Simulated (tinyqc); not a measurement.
From results back to parameters: tunnelling through a thin dielectric with one trap, as a tight-binding chain. Three cases, with inputs chosen for the exercise.

Problem. A resonance has full width Gamma_L + Gamma_R and peak height 4 Gamma_L Gamma_R/(Gamma_L + Gamma_R)^2. The values come from hidden widths.

Case 1.

full width = 143.689 meV
peak height = 0.0673838

Case 2.

full width = 13.4677 meV
peak height = 0.494257

Case 3.

full width = 41.4029 meV
peak height = 0.780174

Find: larger and smaller width.

Solution. The widths are (W/2)(1 +/- sqrt(1 - peak)); which belongs to which lead the line shape cannot tell.

Case 1.

larger and smaller width (meV): 141  2.46

Case 2.

larger and smaller width (meV): 11.5  1.95

Case 3.

larger and smaller width (meV): 30.4  11.0

Computed by tinyqc, one run a case: `OMP_NUM_THREADS=1 python tinyqc.py N N+1 out.jsonl` with N = 1481766, 1481827, 1481831; one thread of a shared Intel(R) Xeon(R) Processor @ 2.30GHz, about 0.1 s a run at most.
